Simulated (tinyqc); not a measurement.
Channel length: inversion-layer mobility, back-scattering and ballistic limit of a field-effect transistor. Computed by tinyqc, a small Python program. Command: `OMP_NUM_THREADS=1 python tinyqc.py 3005514 3005515 out.jsonl mos walk`. One thread of a shared host (Intel(R) Xeon(R) Processor @ 2.30GHz), about 0.01 s of CPU time with the checks.

The charge at the top of the source barrier is fixed by the gate; series resistance and short-channel effects are left out. F_j are Fermi integrals normalised to exp(eta) in the classical limit.

Inputs (values chosen for the exercise, modelled on a strained silicon n-channel):
```
quantity                                     value        unit
transport mass m                              0.18         m_0
valley degeneracy g_v                            2           -
weight w of the inversion charge               0.5           -
permittivity eps                              11.7           -
phonon mobility at 1 MV/cm and 300 K, mu_ph    640  cm^2/(V s)
roughness mobility at 1 MV/cm, mu_sr          2100  cm^2/(V s)
Coulomb mobility at N_inv = 1e12/cm^2, mu_C   1100  cm^2/(V s)
electrical oxide thickness t_inv                 1          nm
depletion charge N_dep                       3e+11      1/cm^2
gate overdrive V_G - V_T                      0.43           V
drain voltage V_D                             0.05           V
exponent a of the critical length             0.77           -
temperature T                                  300           K
```

Statistics at the top of the barrier: Fermi-Dirac.

Constants: eps_0 = 8.8541878128e-12 F/m; e = 1.602176634e-19 C; m_0 = 9.1093837015e-31 kg; k_B = 1.380649e-23 J/K; hbar = 1.054571817e-34 J s; k_B = 8.617333262e-05 eV/K.

Method:
- N_inv = 3.9 eps_0 (V_G - V_T)/(e t_inv); effective field E_eff = e (N_dep + w N_inv)/(eps eps_0).
- mu_phonon = mu_ph (E_eff/1 MV/cm)^(-0.3) (T/300 K)^(-1.75); mu_rough = mu_sr (E_eff/1 MV/cm)^(-2); mu_Coulomb = mu_C (N_inv/1e12 cm^-2) (T/300 K); Matthiessen's rule adds 1/mu.
- F_j(eta) = (1/Gamma(j + 1)) int_0^infinity x^j/(1 + exp(x - eta)) dx, F_0 = ln(1 + exp(eta)). Integrals over x = E/(k_B T) use 160 Gauss-Legendre points in u = sqrt(x) from 0 to sqrt(max(eta, 0) + 32).
- Ballistic channel: N_2D = g_v m k_B T/(pi hbar^2), U = e V_D/(k_B T); eta_F solves N_inv = (N_2D/2)[F_0(eta_F) + F_0(eta_F - U)]; v_T = sqrt(2 k_B T/(pi m)); I/W = e (N_2D/2) v_T [F_1/2(eta_F) - F_1/2(eta_F - U)]; injection velocity v_T F_1/2(eta_F)/F_0(eta_F).
- Mean free path lambda = (2 k_B T/e)(mu/v_T) F_0(eta_0)/F_-1/2(eta_0), with eta_0 from N_inv = N_2D F_0(eta_0); critical length l = L (1 + U)^(-a), an empirical rule; back-scattering r = l/(l + lambda). Then eta solves N_inv = (N_2D/2)[(1 + r) F_0(eta) + (1 - r) F_0(eta - U)] and I/W = e (N_2D/2) v_T (1 - r)[F_1/2(eta) - F_1/2(eta - U)].
- The last column is the long-channel law e N_inv mu V/L with V = V_D - V_D^2/(2 V_ov) below pinch-off and V_ov/2 above, V_ov = V_G - V_T.

inversion density N_inv = 9.26769e+12 1/cm^2

effective mobility mu = 550.627 cm^2/(V s)

ballistic current I/W = 1187.53 microampere/micrometre

Currents (microampere/micrometre):
```
L (nm)        r     I/W  ballistic ratio  long-channel law
5       0.06062  1098.2          0.92477            7700.6
10      0.11430  1020.9          0.85970            3850.3
20      0.20516   894.2          0.75295            1925.2
40      0.34047   714.8          0.60190             962.6
80      0.50798   508.4          0.42809             481.3
160     0.67372   321.1          0.27040             240.6
400     0.83772   152.0          0.12803              96.3
1000    0.92809    65.6          0.05520              38.5
```

What does the comparison show, and why?

The current scales as L^-0.92 at the long end and as L^-0.11 at the short end, where it reaches 92 % of the ballistic 1190. The long-channel law passes the ballistic limit between 20.0 and 40.0 nm and has no meaning below. At 1000 nm the model gives 1.70 times the long-channel law; the rule for l is a fit for short devices and fails wherever the model exceeds that law. Raising mu by 10 % at 20 nm raises I by 2.3 %.

Extremes, crossings and ranges named in words are read from the listed rows.
